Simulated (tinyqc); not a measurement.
Donor binding, ionisation and the Mott limit: ionisation against doping.

Hydrogenic donor: Ry = (m0 q^3/(8 eps0^2 h^2)) me/eps_r^2 in eV, E0 = cc Ry, radius a = q/(8 pi eps0 eps_r E0), Mott density Nm = (0.26/a)^3. Below Nm the level sinks as Ed = E0 [1 - (N/Nm)^(1/3)]. Neutrality: Nc F12(eta) = N/(1 + 2 exp(eta + Ed/kB T)), F12(x) = (2/sqrt(pi)) int_0^infinity sqrt(u)/(1 + exp(u - x)) du.

The neutrality equation is solved with F12 in each row.

Inputs (values chosen for the exercise); band and dielectric values close to those of silicon: temperature T = 300 K; relative permittivity eps_r = 11.7; mass in the hydrogenic formula, set independently of Nc me = 0.262 m0; conduction-band density of states at 300 K Nc = 2.84e19 cm^-3; ratio of the true binding energy to the hydrogenic one cc = 1.

Constants: q = 1.602176634e-19 C, kB = 1.380649e-23 J/K, eps0 = 8.8541878128e-12 F/m, h = 6.62607015e-34 J s, m0 = 9.1093837015e-31 kg, Vt = kB T/q. Results are converted to the units shown.

Ionisation against doping:

| N (cm^-3) | N/Nm | Ed (meV) | ionised (%) | ionised with Ed = E0 (%) |
|---|---|---|---|---|
| 6e14 | 4.5049e-4 | 24.044 | 99.989 | 99.988 |
| 1.5e15 | 0.0011262 | 23.331 | 99.974 | 99.971 |
| 3.8e15 | 0.0028531 | 22.347 | 99.937 | 99.927 |
| 9.6e15 | 0.0072079 | 21.010 | 99.848 | 99.816 |
| 2.4e16 | 0.018020 | 19.214 | 99.647 | 99.541 |
| 6.1e16 | 0.045800 | 16.724 | 99.192 | 98.850 |
| 1.5e17 | 0.11262 | 13.465 | 98.279 | 97.259 |
| 3.9e17 | 0.29282 | 8.7483 | 96.403 | 93.409 |
| 9.8e17 | 0.73581 | 2.5313 | 93.299 | 85.907 |

What does the comparison show?

The ionised share falls from 100 to 93.3 %, against 100 to 85.9 % for a fixed level: a higher density raises EF against the level, which fills more donors, while the sinking Ed works the other way.

Range of the model: A sharp level with degeneracy 2 overstates freeze-out near Nm, where the impurity band broadens and merges with the conduction band.

Numbers from tinyqc (`OMP_NUM_THREADS=1 python tinyqc.py 2330148 2330149 out.jsonl`; about 0.01 s on one thread of a shared Intel Xeon 2.30GHz).
